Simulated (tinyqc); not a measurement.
Small-signal admittance of a forward-biased p+-n diode: one step of the calculation.

Holes injected into a neutral base of width wb with an ohmic contact at its end; low injection, p0 far above the equilibrium density. A small voltage v exp(i w t), w = 2 pi f, modulates the edge density by p0 v/Vt, and the small-signal density obeys Dp d2p/dx2 = (1/tau + i w) p.

Task. The same by finite differences. 6 equal intervals, h = wb/6; u = small-signal density over its edge value, u_0 = 1, u_6 = 0; u_(i-1) + b u_i + u_(i+1) = 0 with b = -2 - h^2 (1/tau + i w)/Dp; Y = (q Dp p0/(Vt h)) (-b/2 - u_1), which includes the half box at the edge.

Values chosen for this exercise; permittivity close to that of silicon: temperature T = 350 K; hole diffusion coefficient Dp = 10 cm^2/s; hole lifetime tau = 1e-8 s; width of the neutral base wb = 5.1 um; excess hole density at the junction edge p0 = 1.4e15 cm^-3; signal frequency f = 4.6e6 Hz.

Constants: q = 1.602176634e-19 C, kB = 1.380649e-23 J/K, Vt = kB T/q. Results are converted to the units shown.

Give: b; u; Y on the mesh.

Result.

b = -2.0722-0.0209i
u, node 1 to 5: 0.74121-0.02181i  0.53644-0.02972i  0.37104-0.02858i  0.23305-0.02175i  0.11234-0.01163i
Y on the mesh = 258.03+28.22i S/cm^2

tinyqc, about 0.01 s, one thread, Intel Xeon 2.30GHz (shared host): `OMP_NUM_THREADS=1 python tinyqc.py 2890107 2890108 out.jsonl`
